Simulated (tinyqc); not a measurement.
## Well width for a wanted wavelength

Problem. The layer is x parts of the first compound and 1 - x of the second, grown coherently on the third as substrate and barrier. Rows of the table: lattice constant a, average valence level Ea on an absolute scale, spin-orbit splitting so, gaps at Gamma, X and L, hydrostatic deformation potentials av and ac (Gamma), shear potential b, elastic constants, electron and heavy-hole (along z) masses. All are interpolated linearly in x; gaps get -C x (1 - x), taken wholly in the conduction band; real line-ups can differ from this model by 0.1 eV or more. In-plane strain e = (a_substrate - a)/a, e_z = -2 (c12/c11) e, volume change 2 e + e_z. With v = 2 e + e_z and d = 2 b (e_z - e): Eav = Ea + av v; E_hh = Eav + so/3 - d/2; E_lh = Eav - so/6 + d/4 + sqrt(so^2 + so d + 9 d^2/4)/2; E_c = Ea + so/3 + EG + ac v (Gamma). Substrate: E_v = Ea + so/3, E_c = E_v + EG. Well depths: dEc = E_c(substrate) - E_c, dEhh = E_hh - E_v(substrate), dElh likewise; strained Gamma gap E_c - max(E_hh, E_lh); positive values confine carriers in the layer. Lowest level of a finite well of width Lw and depth V: kw Lw/2 = arctan(sqrt((mw/mb)(V - E)/E)), kw = sqrt(mw E/C), C = hbar^2/(2 m0), for electrons (dEc) and heavy holes (dEhh), mb from the substrate; transition E_c - E_hh + both levels, without exciton binding; wavelength h c/E. Find Lw and the two levels.

Inputs (values chosen for the exercise): fraction of the first compound in the layer x = 0.61; bowing of the Gamma gap CG = 0.477 eV; bowing of the X gap CX = 1.4 eV; bowing of the L gap CL = 0.33 eV.

Constants: q = 1.602176634e-19 C, hbar = 1.054571817e-34 J s, h = 6.62607015e-34 J s, m0 = 9.1093837015e-31 kg, c = 299792458 m/s, hbar^2/(2 m0) = 0.0380998212 eV nm^2. Results are converted to the units shown.

Binary compounds, values chosen for the exercise:
```
,close to InAs,close to GaAs,close to InP
a (angstrom),6.058,5.653,5.869
Ea (eV),-6.67,-6.92,-7.04
so (eV),0.383,0.34,0.109
EG (eV),0.356,1.42,1.32
EX (eV),1.39,1.88,2.19
EL (eV),1.07,1.7,1.96
av (eV),1,1.14,1.26
ac (eV),-5.11,-7.16,-5.07
b (eV),-1.82,-1.68,-1.7
c11 (GPa),82.8,120,101
c12 (GPa),46,54.3,55.4
me (m0),0.0232,0.0678,0.0804
mh (m0),0.334,0.349,0.535
```

wavelength = 1576.1216 nm

Answer. Both levels fall steadily as the well widens, so the wavelength rises steadily and one width matches.

Lw = 5.30 nm
electron level = 86.8 meV
heavy-hole level = 24.8 meV

Numbers from tinyqc (`OMP_NUM_THREADS=1 python tinyqc.py 2690043 2690044 out.jsonl`; about 0.01 s on one thread of a shared Intel Xeon 2.30GHz).
